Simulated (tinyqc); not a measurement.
# Tunnelling through a gate dielectric, WKB transmission and Tsu-Esaki current: effect of the tunnelling mass m1

Electrons leave the emitter at x = 0. Energies E (motion across the layers) are in eV from the emitter Fermi level; the collector Fermi level lies at -V and offers states at every E. No charge in the dielectric and no image force: F1 = V/t1, U = phi1 - F1 x. With C = hbar^2/(2 m0), kappa = sqrt(m (U - E)/C) where U > E and 0 elsewhere; T(E) = exp(-S), S = 2 times the integral of kappa over x.

Each layer adds (2/F) sqrt(m/C) [G(u at its left edge) - G(u at its right edge)] to S, with u = U - E (0 where negative) and G(u) = (2/3) u^1.5. J = J0 times the integral of T(E) N(E) dE, N = ln[(1 + exp(-E/Vt))/(1 + exp((-E - V)/Vt))], J0 = q^2 me m0 kB T/(2 pi^2 hbar^3) (times 1e-4 for A/cm^2 per eV), from E = -Ef to far above the barrier (T = 1 there), by quadrature converged to the digits shown.

Parameters, values chosen for the exercise; dielectric values close to those of silicon dioxide: temperature T = 300 K; Fermi energy of the emitter above its band bottom Ef = 2.7 eV; emitter mass in the supply function me = 0.94 m0; barrier of layer 1 above the emitter Fermi level at zero bias phi1 = 3.19 eV; thickness of layer 1 t1 = 2.9 nm; voltage across the dielectric V = 1 V.

Constants: q = 1.602176634e-19 C, kB = 1.380649e-23 J/K, hbar = 1.054571817e-34 J s, m0 = 9.1093837015e-31 kg, Vt = kB T/q, hbar^2/(2 m0) = 0.0380998212 eV nm^2. Results are converted to the units shown.

Result of one run:
```
m1 (m0)  S at E = 0   T(E = 0)  J (A/cm^2)  mean E of the current (eV)
0.63          38.63  1.678e-17    5.572e-9                     -0.2811
```

What becomes of these results when the tunnelling mass of layer 1 m1 is changed from 0.63 to 0.4 m0, all else the same?

Result of the changed run:
```
m1 (m0)  S at E = 0   T(E = 0)  J (A/cm^2)  mean E of the current (eV)
0.4           30.78  4.297e-14    2.234e-5                     -0.3627
```

The whole series:
```
m1 (m0)  S at E = 0   T(E = 0)  J (A/cm^2)  mean E of the current (eV)
0.12          16.86   4.772e-8       81.03                     -0.6502
0.15          18.85   6.524e-9       8.945                     -0.5902
0.2           21.76  3.534e-10      0.3658                     -0.5167
0.25          24.33  2.708e-11     0.02247                     -0.4633
0.31          27.10  1.709e-12    0.001145                     -0.4152
0.4           30.78  4.297e-14    2.234e-5                     -0.3627
0.5           34.41  1.136e-15    4.734e-7                     -0.3207
0.63          38.63  1.678e-17    5.572e-9                     -0.2811
```

J falls from 81.0 to 5.57e-9 A/cm^2. S goes as m1^(0.50): kappa is proportional to the square root of the mass.

tinyqc, about 0.05 s, one thread, Intel Xeon 2.30GHz (shared host): `OMP_NUM_THREADS=1 python tinyqc.py 2540117 2540118 out.jsonl`
